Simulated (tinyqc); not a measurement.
Shallow acceptor in the spherical four-band model: sweeps and comparisons. A value that a table varies takes the place of the one given here.

The ground state 1S3/2 has an L = 0 part f(r) and an L = 2 part g(r). In units of Ry* and a*, with Gaussians f_i = exp(-a_i r^2), g_i = r^2 exp(-a_i r^2), A = a_i + a_j and I(n) = Gamma((n + 1)/2)/(2 A^((n + 1)/2)): S_ff = I(2), S_gg = I(6), H_ff = (6 a_i a_j/A) I(2) - 2 I(1), H_gg = (14 a_i a_j/A) I(6) - 2 I(5), H_fg = -mu [15 I(2) - 20 a_j I(4) + 4 a_j^2 I(6)]; each function is then normalised. The split-off band is left out.

Converged values use 22 exponents 2.2^i, i = -7 to 14, for f and for g.

Units Ry* = Ry/(g1 eps^2) and a* = a0 eps g1; mu = (6 g3 + 4 g2)/(5 g1) is the spherical heavy-light coupling and delta = (g3 - g2)/g1 the cubic term, which is left out.

Constants: Ry = 13.60569312 eV; a0 (Bohr radius) = 0.5291772105 angstrom.

Inputs chosen for the exercise (near those of a shallow acceptor in GaAs; not measured data):

| symbol | value | unit | meaning |
|---|---|---|---|
| mus | (0.07, 0.38, 0.49, 0.64, 0.74, 0.85, 0.87) |  | couplings |
| rc | 1.7 | angstrom | radius of the central cell |
| Vs | (3, 1, 0, -1, -2, -3, -4) | eV | central-cell strengths |
| g1 | 6.95 |  | Luttinger gamma1 |
| g2 | 2.05 |  | gamma2 |
| g3 | 2.94 |  | gamma3 |
| eps | 12.8 |  | dielectric constant |

## Strength of the heavy-light coupling

Ry* = 11.9486 meV

Converged values in Ry* and a*; the heavy-mass hydrogen model gives 1/(1 - mu).

Results:

| mu | binding (Ry*) | 1/(1 - mu) | ratio | L = 2 weight | <r> (a*) | binding (meV) |
|---|---|---|---|---|---|---|
| 0.07 | 1.004 | 1.075 | 0.934 | 0.002 | 1.494 | 12.0 |
| 0.38 | 1.151 | 1.613 | 0.714 | 0.062 | 1.331 | 13.8 |
| 0.49 | 1.283 | 1.961 | 0.654 | 0.105 | 1.213 | 15.3 |
| 0.64 | 1.620 | 2.778 | 0.583 | 0.184 | 0.988 | 19.4 |
| 0.74 | 2.078 | 3.846 | 0.540 | 0.252 | 0.789 | 24.8 |
| 0.85 | 3.309 | 6.667 | 0.496 | 0.341 | 0.513 | 39.5 |
| 0.87 | 3.758 | 7.692 | 0.488 | 0.359 | 0.455 | 44.9 |

The binding starts as 1 + O(mu^2), 1.004 at mu = 0.07, since the coupling enters in second order, and reaches 3.76 at mu = 0.87. The ratio to the heavy-mass model falls from 0.93 to 0.49, towards about 0.44 as mu goes to 1: the bound hole is only partly heavy. The L = 2 weight grows to 0.36 and the radius shrinks by a factor 3.3.

## Central-cell correction

mu = 0.74360
a* = 47.076 angstrom

A short-range term V exp(-r^2/rc^2) is added (negative: attracts the hole); its elements are V S (A/(A + 1/rc^2))^(3/2) for f and ^(7/2) for g, in the same units.

Results:

| V (eV) | 1S binding (meV) | 2S binding (meV) | <r> (angstrom) | L = 2 weight |
|---|---|---|---|---|
| 3.0 | 23.4 | 7.19 | 39.3 | 0.251 |
| 1.0 | 24.4 | 7.33 | 37.8 | 0.253 |
| 0.0 | 25.1 | 7.42 | 36.8 | 0.254 |
| -1.0 | 26.0 | 7.53 | 35.5 | 0.256 |
| -2.0 | 27.2 | 7.68 | 34.1 | 0.257 |
| -3.0 | 28.8 | 7.87 | 32.2 | 0.259 |
| -4.0 | 31.2 | 8.13 | 29.9 | 0.262 |

From V = 0 to -4 eV the 1S binding grows by 6.1 meV (24 %) and the 2S binding by 0.71 meV, so the chemical shift sits mainly in the ground state. A repulsion of 3 eV removes 1.7 meV. The slope is 2.41 meV per eV over the last step against 0.56 on the repulsive side, since attraction pulls the state into the cell; over this range the level stays shallow.

## What each parameter does

Converged values. Each row changes one parameter from the base and keeps the others.

Results:

| case | mu | Ry* (meV) | binding (meV) | <r> (angstrom) |
|---|---|---|---|---|
| base | 0.744 | 11.95 | 25.11 | 36.8 |
| g1 = 7.51 | 0.688 | 11.06 | 19.93 | 45.7 |
| g2 = 1.74 | 0.708 | 11.95 | 22.65 | 40.4 |
| g3 = 2.7 | 0.702 | 11.95 | 22.31 | 40.9 |
| eps = 11.7 | 0.744 | 14.30 | 30.06 | 33.6 |

The largest shifts from the base row, up to three for each result and ties (the steps differ in size, so this ranks the rows, not the parameters). mu: g1 -0.055, g3 -0.041, g2 -0.036; unchanged at the printed digits by eps. Ry* (meV): eps +2.35, g1 -0.89; unchanged at the printed digits by g2 and g3. binding (meV): g1 -5.18, eps +4.94, g3 -2.80. <r> (angstrom): g1 +8.9, g3 +4.2, g2 +3.6. g1 acts twice: it lowers Ry* and it lowers mu.

Computed by tinyqc, a small Python program: `OMP_NUM_THREADS=1 python tinyqc.py 1282518 1282519 out.jsonl` (the numbers bound the seed that draws the inputs); one thread of a shared host (Intel(R) Xeon(R) Processor @ 2.30GHz), about 0.07 s for the whole set of steps.
